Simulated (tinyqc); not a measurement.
Formation energy of a charged point defect from supercell energies: one step, computed by the program tinyqc.

The host is a compound AB. Making the defect adds n_A = 1, n_B = -1 atoms to the cell. All total energies are inputs. E_F is counted from the valence-band maximum (VBM); x = 0 is A-rich and x = 1 B-rich growth.

Problem. Concentrations at the given E_F and T. E_f(q, E_F) = E_f(q, 0) + q E_F. c_q = N_s exp(-E_f(q, E_F)/k_B T), with all degeneracy factors one and no vibrational entropy.

Inputs (values chosen for the exercise, with gap and screening modelled on CdS): Fermi level E_F = 1.1 eV; temperature T = 600 K; site density N_s = 3.8e+22 cm^-3.

Defect: A on a B site. Supercell lattice: sc.

charge states q: 1  0  -1  -2

E_f(q, 0) (eV): (q=+1) 1.875875, (q=0) 3.508600, (q=-1) 5.820875, (q=-2) 7.497698

Constants: k_B = 8.617333262e-05 eV/K.

Give: Charge states; lowest formation energy; total concentration; mean charge.

Solution.

Charge states:
```
q   E_f (eV)  c_q (cm^-3)      share
+1     2.976    3.833e-03  1.000e+00
0      3.509    1.285e-07  3.352e-05
-1     4.721    8.437e-18  2.201e-15
-2     5.298    1.205e-22  3.144e-20
```

lowest formation energy = 2.976 eV

total concentration = 0.003833 cm^-3

mean charge = 1.0000 e

State +1 holds 100.0 % of the defects.
